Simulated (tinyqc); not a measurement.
Interface traps by the conductance method, one level: one step of the calculation.

MOS capacitor on an n-type substrate; psi is the band bending, negative in depletion; only majority carriers are counted. The traps exchange electrons with the conduction band; their admittance lies in parallel with Cd, and that pair in series with Cox and Rs. w = 2 pi f.

Task. Parallel conductance and capacitance. With x = w tau: Gp/w = Cit x/(1 + x^2), Cp = Cd + Cit/(1 + x^2).

Parameters, values chosen for the exercise:
- f = 3900 Hz (signal frequency)

Cd = 68.346817 nF/cm^2
tau = 2.4275842e-4 s
Cit = 17.521560 nF/cm^2

Find: x; Gp/w; Cp.

Result.

x = 5.949
Gp/w = 2.865 nF/cm^2
Cp = 68.83 nF/cm^2

The peak of Gp/w lies at x = 1 with the height 0.5 Cit; this frequency gives 0.163 Cit.

Numbers from tinyqc (`OMP_NUM_THREADS=1 python tinyqc.py 2030028 2030029 out.jsonl`; about 0.01 s on one thread of a shared Intel Xeon 2.30GHz).
